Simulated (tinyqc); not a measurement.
LDA (VWN5) atom on a uniform radial grid, spin-unpolarised, for B+, step by step. Computed by tinyqc, a small Python program that keeps every step. Settings: Z = 5, points = 64, R = 8.9, functional = lda,vwn, mixing = 1.0, iteration cap = 68. Command: `OMP_NUM_THREADS=1 python tinyqc.py 31765 31766 out.jsonl` (the two numbers bound the seeds that draw the settings). One thread of a shared host (Intel(R) Xeon(R) Processor @ 2.60GHz), about 0.03 s of CPU time with the checks. Later iterations appear only in the table of the cycle.

## Iteration 1

Spherical atom on a uniform radial grid r_j = j h with h = R/(N + 1), h sum u^2 = 1 and integrals as h times sums, u(0) = u(R) = 0 (atomic units):
```
parameter           value
Z                       5
points N               64
R                8.900000
h                0.136923
mixing           1.000000
electrons in 1s         2
electrons in 2s         2
```

Three-point differences turn -u''/2 + [l(l+1)/2r^2 - Z/r + V] u = e u into a tridiagonal matrix (diagonal 1/h^2 + potential, off-diagonal -1/2h^2). D = sum f u^2; the Hartree potential y/r solves y'' = -D/r with y(0) = 0, y(R) = N_e; v_xc comes from rho = D/(4 pi r^2); E = sum f e - int D V + int D (V_H/2 + eps_xc); V(new) = V + mixing (V_H + v_xc - V).

eigenvalues (hartree): [-11.30251, -3.03846]

Every 4th grid point:
```
r           V in     u(1s)      u(2s)         D      V_H       v_xc
0.54769  0.00000   0.85993   -0.34305   1.71434  5.43167   -0.83047
1.09538  0.00000   0.13294   -0.96373   1.89289  3.38238   -0.55569
1.64308  0.00000   0.01541   -0.68414   0.93656  2.40022   -0.34865
2.19077  0.00000   0.00159   -0.34474   0.23769  1.82204   -0.19333
2.73846  0.00000   0.00015   -0.14723   0.04335  1.46029   -0.10168
3.28615  0.00000  1.42e-05   -0.05698   0.00649  1.21719   -0.05171
3.83385  0.00000  1.28e-06   -0.02066   0.00085  1.04334   -0.02551
4.38154  0.00000  1.13e-07   -0.00715   0.00010  0.91292   -0.01222
4.92923  0.00000  9.87e-09   -0.00239  1.14e-05  0.81149   -0.00569
5.47692  0.00000  8.47e-10   -0.00078  1.20e-06  0.73034   -0.00259
6.02462  0.00000  7.20e-11   -0.00025  1.22e-07  0.66394   -0.00116
6.57231  0.00000         0   -0.00008  1.19e-08  0.60861   -0.00051
7.12000  0.00000         0  -2.37e-05  1.13e-09  0.56180   -0.00022
7.66769  0.00000         0  -7.18e-06  1.03e-10  0.52167   -0.00010
8.21538  0.00000         0  -2.06e-06         0  0.48689  -4.01e-05
8.76308  0.00000         0  -2.94e-07         0  0.45646    0.00000
```

total energy = -20.7676812 hartree

## Iteration 2

As before.

eigenvalues (hartree): [-5.25000, -0.49230]

Every 4th grid point:
```
r           V in     u(1s)     u(2s)         D      V_H      v_xc
0.54769  4.60120   0.96688  -0.02940   1.87146  4.68337  -0.85368
1.09538  2.82669   0.24549  -0.57606   0.78422  2.93037  -0.42334
1.64308  2.05157   0.05130  -0.72336   1.05178  2.19943  -0.36124
2.19077  1.62871   0.00997  -0.64795   0.83988  1.74846  -0.28307
2.73846  1.35861   0.00187  -0.50317   0.50637  1.43526  -0.21224
3.28615  1.16548   0.00034  -0.36224   0.26244  1.20889  -0.15615
3.83385  1.01782   0.00006  -0.24935   0.12436  1.04061  -0.11391
4.38154  0.90071  1.11e-05  -0.16678   0.05563  0.91203  -0.08275
4.92923  0.80580  1.97e-06  -0.10933   0.02391  0.81120  -0.05993
5.47692  0.72775  3.50e-07  -0.07059   0.00997  0.73025  -0.04327
6.02462  0.66279  6.20e-08  -0.04496   0.00404  0.66391  -0.03110
6.57231  0.60810  1.09e-08  -0.02819   0.00159  0.60861  -0.02219
7.12000  0.56158  1.93e-09  -0.01724   0.00059  0.56180  -0.01561
7.66769  0.52157  3.39e-10  -0.00997   0.00020  0.52167  -0.01060
8.21538  0.48685  5.87e-11  -0.00490  4.79e-05  0.48689  -0.00649
8.76308  0.45646         0  -0.00093  1.72e-06  0.45646  -0.00214
```

total energy = -21.6575472 hartree

## Iteration 3

As before.

eigenvalues (hartree): [-6.33757, -0.73786]

Every 4th grid point:
```
r           V in     u(1s)     u(2s)         D      V_H      v_xc
0.54769  3.82969   0.94035  -0.08799   1.78400  4.85419  -0.84093
1.09538  2.50703   0.20849  -0.68118   1.01495  3.04426  -0.45831
1.64308  1.83819   0.03750  -0.76306   1.16732  2.26481  -0.37295
2.19077  1.46539   0.00625  -0.61835   0.76479  1.77914  -0.27513
2.73846  1.22302   0.00100  -0.43495   0.37837  1.44807  -0.19441
3.28615  1.05275   0.00016  -0.28270   0.15984  1.21388  -0.13462
3.83385  0.92670  2.41e-05  -0.17475   0.06107  1.04246  -0.09214
4.38154  0.82928  3.67e-06  -0.10436   0.02178  0.91269  -0.06254
4.92923  0.75127  5.54e-07  -0.06079   0.00739  0.81143  -0.04214
5.47692  0.68698  8.33e-08  -0.03475   0.00242  0.73032  -0.02819
6.02462  0.63281  1.24e-08  -0.01957   0.00077  0.66394  -0.01871
6.57231  0.58641  1.85e-09  -0.01087   0.00024  0.60861  -0.01232
7.12000  0.54619  2.75e-10  -0.00593   0.00007  0.56180  -0.00801
7.66769  0.51107  4.08e-11  -0.00310  1.92e-05  0.52167  -0.00507
8.21538  0.48040         0  -0.00141  4.00e-06  0.48689  -0.00293
8.76308  0.45432         0  -0.00026  1.34e-07  0.45646  -0.00093
```

total energy = -21.7019372 hartree

## Convergence

Stop when input and output potentials agree to 1e-7.

Course of the cycle (hartree):
```
iteration            E      e(1s)     e(2s)  largest |V(out) - V(in)|
1          -20.7676812  -11.30251  -3.03846                  7.80e+00
2          -21.6575472   -5.25000  -0.49230                  1.62e+00
3          -21.7019372   -6.33757  -0.73786                  3.90e-01
4          -21.7044856   -6.07466  -0.67479                  9.24e-02
5          -21.7046275   -6.13667  -0.68927                  2.19e-02
6          -21.7046354   -6.12198  -0.68583                  5.18e-03
7          -21.7046358   -6.12546  -0.68664                  1.23e-03
8          -21.7046359   -6.12464  -0.68645                  2.90e-04
9          -21.7046359   -6.12483  -0.68650                  6.86e-05
10         -21.7046359   -6.12478  -0.68648                  1.62e-05
11         -21.7046359   -6.12479  -0.68649                  3.84e-06
12         -21.7046359   -6.12479  -0.68649                  9.09e-07
13         -21.7046359   -6.12479  -0.68649                  2.15e-07
14         -21.7046359   -6.12479  -0.68649                  5.09e-08
```

Converged in 14 iterations. A uniform grid resolves the cusp poorly: for a bare nucleus this grid gives 1s at -11.30251 against -Z^2/2 = -12.5 hartree. Before convergence this energy mixes input and output and is not variational, so it may rise towards its limit.
